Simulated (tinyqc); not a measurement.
From 1s binding energy back to effective mass m: effective-mass impurity with a central-cell term, in a basis of Slater functions. Computed by tinyqc, a small Python program. Command: `OMP_NUM_THREADS=1 python tinyqc.py 3006149 3006150 out.jsonl centralcell inv`. One thread of a shared host (Intel(R) Xeon(R) Processor @ 2.30GHz), about 0.03 s of CPU time with the checks.

The envelope obeys H = -nabla^2 - (2/r) [Z + A exp(-kappa r)] in effective units, with kappa = a*/lambda; positive A deepens the well near the core.

Inputs (values chosen for the exercise, with mass and screening modelled on GaP):
```
quantity                   value      unit
dielectric constant eps     11.4         -
charge Z of the core           2         -
central-cell strength A     -1.9         -
central-cell range lambda    1.1  angstrom
```

Impurity: donor, one isotropic band.

Constants: Ry = 13.605693123 eV; a_0 = 0.529177210903 angstrom.

Method:
- Units: Ry* = Ry m/eps^2 and a* = a_0 eps/m, with m in m_0.
- kappa = a*/lambda; the hydrogenic ground state is bound by Z^2 Ry*.
- For s functions exp(-zeta r), with s = zeta_i + zeta_j: S = 2/s^3, T = zeta_i zeta_j S, V = -2 Z/s^2, W = -2 A/(s + kappa)^2; each function is normalised by dividing by sqrt(S_ii S_jj).
- Large basis: zeta_i = 0.06 x 1.6^(i-1), i = 1..22, same formulas; for p functions r exp(-zeta r): S = 24/s^5, T = zeta_i zeta_j S (centrifugal term included), V = -12 Z/s^4, W = -12 A/(s + kappa)^4; overlap eigenvalues below 1e-11 are dropped.
- Binding energies are -E Ry*; the effective quantum number is nu = Z/sqrt(-E); |psi(0)|^2 is given relative to the hydrogenic Z^3/(pi a*^3).

Question. A run gave the result below. Find the effective mass m, known to lie between 0.33 and 0.98 m_0.

1s binding energy = 183.6387 meV

Answer.

Each step takes the trial c = (a f_b - b f_a)/(f_b - f_a), f being the result less the target and a, b, c the logarithms of the listed values; c replaces end b, the old b replaces a if the sign of f changed, and otherwise f_a is halved.

Scan of the range:
```
effective mass m (m_0)  1s binding energy (meV)
0.330                                   129.821
0.396                                   152.823
0.474                                   178.693
0.569                                   208.393
0.682                                   241.352
0.817                                   277.725
0.980                                   317.860
```

False position (Illinois rule, in the logarithm of the input) inside the bracket:
```
step     end a     end b     trial  1s binding energy (meV)
1     0.474000  0.569000  0.488640                  183.396
2     0.569000  0.488640  0.489363                  183.627
3     0.569000  0.489363  0.489433                  183.649
4     0.489363  0.489433  0.489400                  183.639
5     0.489433  0.489400  0.489400                  183.639
```

1s binding energy rises at every point of a 13-point scan of the range (every second point is shown), so one value fits; it is bracketed by 0.474 and 0.569. Answer: effective mass m = 0.4894 m_0.

Caution: the effective Bohr radius is only a few bond lengths, so the envelope approximation is rough.
